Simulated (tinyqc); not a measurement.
Chemical-mechanical planarisation: Preston law, pattern density and step-height reduction: one step, computed by the program tinyqc. Command: `OMP_NUM_THREADS=1 python tinyqc.py 3006918 3006919 out.jsonl cmp walk`. One thread of a shared host (Intel(R) Xeon(R) Processor @ 2.30GHz), about 0.01 s of CPU time with the checks.

A row of 12 cells, repeated periodically, holds raised features that cover a share rho of each cell.

Task: Effective density. The stiff pad averages the density: rho_eff(i) = sum_j w_ij rho_j / sum_j w_ij, w = exp(-2 d^2/L^2), L the planarisation length and d the distance between cell centres, summed over all periodic images of cell j.

Inputs (values chosen for the exercise, close to those used for oxide polishing): cell size = 1.1 mm; planarisation length = 3 mm.

local pattern densities, cell by cell: 0.2  0.6  0.8  0.2  0.25  0.4  0.9  0.8  0.7  0.7  0.25  0.4

Give: normalised weights (images included) for cells 0, 1, 2, ... apart; effective densities.

Result:

normalised weights (images included) for cells 0, 1, 2, ... apart: 0.2926  0.2236  0.0998  0.0260  0.0040  0.0004  0.0000

effective densities: 0.4145  0.4769  0.4837  0.4268  0.4173  0.5183  0.6543  0.7173  0.6778  0.5699  0.4523  0.3908

Local densities span 0.2 to 0.9, effective ones 0.391 to 0.717.
